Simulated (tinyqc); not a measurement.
Inside a calculation: optical transitions of a finite quantum well. Values are carried at full precision from step to step, so a last printed digit may differ when a step is redone from the rounded ones.

Each carrier sees a square well of width L with its own depth V and masses m (inside), mb (outside); c = hbar^2/2m0, k = sqrt(m E/c), kappa = sqrt(mb (V - E)/c), and level n solves k L + 2 atan[(k/m)/(kappa/mb)] = n pi. The envelope is cos(kz) for odd n and sin(kz) for even n inside, joins exp(-kappa (|z| - L/2)) outside, and is normalised to 1. Excitons and band mixing are left out.

Constants: hbar^2/2m0 = 3.80998211 eV angstrom^2; hc = 1239.841984 eV nm; fine-structure constant alpha = 0.007297352564.

Inputs chosen for the exercise (near those of a GaAs well in AlGaAs; shifted at random, so the results belong to these values and not to a real crystal):
- L = 151 angstrom (well width)
- Eg = 1.521 eV (gap of the well)
- Vc = 0.17 eV (conduction offset)
- Vv = 0.095 eV (valence offset)
- me = 0.0681 m0 (electron, well)
- meb = 0.0844 m0 (electron, barrier)
- mh = 0.357 m0 (heavy hole along z, well)
- mhb = 0.38 m0 (heavy hole, barrier)
- ml = 0.0868 m0 (light hole along z, well)
- mlb = 0.1127 m0 (light hole, barrier)
- Ns = 0.27 x 1e12/cm^2 (electrons in e1)
- n_r = 3.45 (refractive index)
- G = 12 meV (half width of the line)

## Confinement energies

Up to three levels for each carrier.

Levels:
```
level  E (eV)  k (1/angstrom)  kappa (1/angstrom)
e1     0.0150         0.01639             0.05859
e2     0.0593         0.03256             0.04952
e3     0.1283         0.04788             0.03040
hh1    0.0035         0.01816             0.09552
hh2    0.0140         0.03624             0.08987
hh3    0.0313         0.05413             0.07973
lh1    0.0108         0.01568             0.04991
lh2    0.0424         0.03106             0.03946
lh3    0.0881         0.04480             0.01429
```

## Interband transitions

From e1 and e2 to each hole level: E = Eg + E_e + E_h, wavelength hc/E, squared overlap of the envelopes, and the strength |<S|p|v>|^2 in units of P^2 at the subband edge: overlap^2 times 1/2 (hh) or 1/6 (lh) for light polarised in the plane (TE), times 0 (hh) or 2/3 (lh) along z (TM).

Transitions:
```
pair    E (eV)  wavelength (nm)  overlap^2      TE      TM
e1-hh1  1.5395            805.3     0.9900  0.4950  0.0000
e1-lh1  1.5468            801.5     0.9983  0.1664  0.6655
e1-hh2  1.5500            799.9     0.0000  0.0000  0.0000
e1-hh3  1.5673            791.1     0.0054  0.0027  0.0000
e1-lh2  1.5784            785.5     0.0000  0.0000  0.0000
e2-hh1  1.5838            782.8     0.0000  0.0000  0.0000
e2-lh1  1.5911            779.2     0.0000  0.0000  0.0000
e2-hh2  1.5943            777.7     0.9625  0.4813  0.0000
e2-hh3  1.6116            769.3     0.0000  0.0000  0.0000
e2-lh2  1.6226            764.1     0.9925  0.1654  0.6616
e1-lh3  1.6241            763.4     0.0015  0.0002  0.0010
e2-lh3  1.6684            743.1     0.0000  0.0000  0.0000
```

The edge is e1-hh1 at 805 nm. Pairs of opposite parity vanish exactly; e1-hh3 is allowed by parity and reaches 0.0054, only because the two envelopes leak differently into the barriers.

## Intersubband transitions from e1

z_1j = <1|z|j>; 1/m1 = <1|1/m|1>; f_1j = (m1/c)(E_j - E_1) z_1j^2, which sums to 1 over all bound and continuum states.

Transitions:
```
pair  E (meV)  wavelength (micrometre)  |z| (angstrom)       f
1-2      44.3                    28.00           35.00  0.9730
1-3     113.2                    10.95            0.00  0.0000
```

m1 = 0.0684 m0
sum of f over bound states = 0.9730

The continuum carries the remaining 0.0270. With hard walls z_12 = 16 L/(9 pi^2) = 27.20 angstrom and f_12 = 256/(27 pi^2) = 0.9607.

## Absorption of one well

For light polarised along z (a real waveguide or Brewster geometry adds an angle factor), with all electrons in e1 and none in e2, the peak fractional absorption is 4 pi alpha Ns c f_12/(n_r m1 G) and the area under the Lorentzian line is pi G times that, c = hbar^2/2m0; 1e12/cm^2 = 1e-4/angstrom^2. EF - E1 = 2 pi c Ns/m1 at zero temperature.

peak absorption = 0.324 %
area = 12.23 % meV
EF - E1 = 9.5 meV

EF lies below e2, as assumed.

## Checks

- Sum of f over all levels of a difference grid (60 cells across the well) against 1: 0.999 against 1.000.
- The strength f_12 on that grid against the matched envelopes: 0.972 against 0.973.

Program tinyqc; command `OMP_NUM_THREADS=1 python tinyqc.py 1281633 1281634 out.jsonl`; about 0.07 s on one thread of a shared Intel(R) Xeon(R) Processor @ 2.30GHz.
